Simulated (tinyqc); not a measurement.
Sub-threshold conduction and electro-thermal threshold of an amorphous chalcogenide: one step of the calculation.

Trap-limited conduction: I = I0 exp(-Ea/kB T) sinh(q V dz/(2 ua kB T)), I0 = 2 q A Nt dz/ta. One lumped temperature T = T0 + Rt I V. The threshold is the largest V for which a steady state exists on the low-current branch.

Task. Isothermal quantities. I0, the low-field resistance 2 ua kB T0 exp(Ea/kB T0)/(q dz I0), the slope voltage V0 = 2 ua kB T0/(q dz), and I at V without heating.

Values chosen for this exercise; values of the order of Ge-Sb-Te and related chalcogenides: ambient temperature T0 = 330 K; cross-section A = 500 nm^2; amorphous thickness ua = 34 nm; distance between traps dz = 5.9 nm; activation energy Ea = 0.33 eV; trap density Nt = 4.6e19 cm^-3; attempt time ta = 2e-14 s; voltage across the amorphous layer V = 1.23 V.

Constants: q = 1.602176634e-19 C, kB = 1.380649e-23 J/K. Results are converted to the units shown.

Give: I0; low-field resistance; V0; I without heating.

Result.

I0 = 2.174 mA
low-field resistance = 16.52 Mohm
V0 = 0.3278 V
I without heating = 0.4228 uA

Range of the model: Purely electronic switching mechanisms, filaments and series resistance are left out.

tinyqc, about 0.01 s, one thread, Intel Xeon 2.30GHz (shared host): `OMP_NUM_THREADS=1 python tinyqc.py 2490016 2490017 out.jsonl`
